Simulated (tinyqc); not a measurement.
Growth with time: grain growth, pinning, strength and diffusional creep of a polycrystal or thin film. Computed by tinyqc, a small Python program. Command: `OMP_NUM_THREADS=1 python tinyqc.py 3030114 3030115 out.jsonl grain walk`. One thread of a shared host (Intel(R) Xeon(R) Processor @ 2.30GHz), about 0.01 s of CPU time with the checks.

One mean grain size d describes the structure.

Inputs (values chosen for the exercise, for a model solid):
```
quantity                                    value       unit
boundary energy gamma                         0.5      J/m^2
mobility prefactor M0                     5.5e-07  m^4/(J s)
activation energy of boundary motion Q_m     4.26         eV
anneal temperature T                         1986          K
initial grain size d0                          36         nm
particle volume fraction f                 0.0022          -
particle radius r                             5.8         nm
film thickness h                              170         nm
surface energy gamma_s                        1.9      J/m^2
```

Sample: thin film on a substrate.

Constants: k_B = 8.617333262e-05 eV/K.

Method. M = M0 exp(-Q_m/(k_B T)). The driving pressure is 2 gamma/d. Zener pinning pressure 3 f gamma/(2 r) stops growth at d_Z = 4 r/(3 f). Grooves where boundaries meet the surface have the angle theta = arcsin(gamma/(2 gamma_s)) and are taken to stop growth at d_h = h/(2 theta), a few film thicknesses; the limit is 1/d_lim = 1/d_Z + 1/d_h. dd/dt = 2 M gamma (1/d - 1/d_lim) integrates to 2 M gamma t = d_lim (d0 - d) + d_lim^2 ln[(d_lim - d0)/(d_lim - d)]; without pinning d^2 = d0^2 + 4 M gamma t.

limit d_lim = 544.374 nm

mobility M = 8.51064e-18 m^4/(J s)

At T:
```
t (s)   free growth (nm)  pinned growth (nm)  d/d_lim
52                  46.7               45.98  0.08446
170                 64.7               62.61  0.11502
520                100.7               94.88  0.17429
1700               173.9              156.01  0.28659
5200               299.7              247.47  0.45459
17000              539.1              377.88  0.69415
52000              941.5              495.26  0.90977
170000            1701.4              542.86  0.99721
```

What follows from these numbers?

The apparent exponent d ln d/d ln t of the pinned growth is at most about 0.42, below the ideal 1/2, and falls to 0.077 in the last rows: the initial size hides the law early and pinning hides it late.
